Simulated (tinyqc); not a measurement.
Inside a calculation: configuration-coordinate model of carrier capture at a defect. Values are carried at full precision from step to step, so a last printed digit may differ when a step is redone from the rounded ones.

Two parabolas of equal curvature k in one coordinate Q: with the carrier free at the band edge, U_f = k Q^2/2; with the carrier trapped, U_t = k (Q - dQ)^2/2 - ET. ER = k dQ^2/2, Huang-Rhys factor S = ER/hw, hw = 0.0646541 sqrt(k/M) eV for k in eV/angstrom^2 and M in u. The curves cross at a height Eb = (ER - ET)^2/(4 ER) above the free minimum.

Constants: kB = 8.617333262e-05 eV/K.

Inputs chosen for the exercise (of the size met at a deep level in Si; the results hold for these values, not for the real material):
```
symbol  value  unit  meaning
ET      0.35   eV    thermal depth of the level below the band edge
ER      0.2    eV    relaxation energy
hw      0.037  eV    phonon energy of the mode
M       28     u     mass of the mode
T       400    K     temperature
nu      1e+12  1/s   attempt rate
```

## The two parabolas

Form S, k, dQ, the crossing point Qc = (ER - ET)/(k dQ), Eb, and the emission barrier Eb + ET.

S = 5.405
k = 9.1700 eV/angstrom^2
dQ = 0.2089 angstrom
Qc = -0.0783 angstrom

barriers (eV): capture 0.0281, emission 0.3781

ER < ET: the crossing lies on the far side of the free minimum (the inverted case), where tunnelling between vibrational states can matter much if Eb is well above hw.

## Optical transitions

Vertical ionisation from the trapped minimum costs ET + ER; vertical capture from the free minimum releases ET - ER (none if negative); the band has a standard deviation sqrt(S hw^2 coth(hw/2kT)) with S = ER/hw, and a full width 2.35482 times that.

energies (eV): ionisation peak 0.550, zero-phonon 0.350, emission peak 0.150

coth(hw/2kT) = 2.0388
standard deviation = 0.1228 eV
full width = 0.2892 eV

Radiative capture would peak at 0.150 eV. The optical peak exceeds the thermal depth by a factor 1.57.

## The multiphonon factor

Multiphonon factor for giving p = ET/hw phonons to the lattice: W = exp(-S (2 nb + 1)) ((nb + 1)/nb)^(p/2) I_p(x), nb = 1/(exp(hw/kT) - 1), x = 2 S sqrt(nb (nb + 1)), I_p the modified Bessel function. Classical limit: W = hw exp(-Eb/kT)/sqrt(4 pi ER kT). At T = 0: exp(-S) S^p/Gamma(p + 1).

Form p, nb, x and ln W, the classical ln W, and the capture time 1/(nu W).

p, nb, x: 9.4595  0.5194  9.6036

ln W: quantum -2.918, classical -2.890

capture time = 1.85e-11 s

The quantum factor is 0.972 times the classical one at kT/hw = 0.93: the two agree.

## Emission by detailed balance

For equal degeneracies and one band-edge state, emission time = capture time x exp(ET/kT).

ET/kT = 10.154
log10 of the emission time in s = -6.32

## Checks

- Ln W for the nearest whole p against the double Poisson sum over emitted and absorbed phonons: both -2.76007.

tinyqc: `OMP_NUM_THREADS=1 python tinyqc.py 1482373 1482374 out.jsonl`; about 0.01 s, one thread, shared Intel(R) Xeon(R) Processor @ 2.30GHz.
